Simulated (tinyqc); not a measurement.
Millisecond and nanosecond annealing: surface heating, thermal budget and solid-phase regrowth: one step, computed by the program tinyqc. Command: `OMP_NUM_THREADS=1 python tinyqc.py 3015692 3015693 out.jsonl flash walk`. One thread of a shared host (Intel(R) Xeon(R) Processor @ 2.30GHz), about 0.02 s of CPU time with the checks.

A square pulse heats the surface of a thick wafer with constant thermal properties; losses by radiation are neglected and silicon melts at 1414 C.

Problem. Peak temperature. Absorbed flux q = (1 - R) fluence/t_p; kappa = k/c. With f(z, t) = (2 q/k) sqrt(kappa t) ierfc(z/(2 sqrt(kappa t))), ierfc(x) = exp(-x^2)/sqrt(pi) - x erfc(x): T = T0 + f(z, t) during the pulse and T0 + f(z, t) - f(z, t - t_p) after it. At the surface the rise at the end of the pulse is 2 q sqrt(t_p/(pi k c)); the fluence that just melts the surface scales with (1414 - T0).

Inputs (values chosen for the exercise, modelled on hot silicon with phosphorus): incident fluence = 26.7 J/cm^2; pulse length t_p = 0.001 s; reflectance R = 0.46; thermal conductivity k = 0.3 W/(cm K); heat capacity per volume c = 2.19 J/(cm^3 K); preheat temperature T0 = 500 C.

Source: flash lamp.

Give: absorbed flux q; kappa; thermal length sqrt(kappa t_p); peak temperature; fluence at the melting threshold.

Solution.

absorbed flux q = 14418 W/cm^2

kappa = 0.13699 cm^2/s

thermal length sqrt(kappa t_p) = 117.04 um

peak temperature = 1134.7 C

fluence at the melting threshold = 38.449 J/cm^2
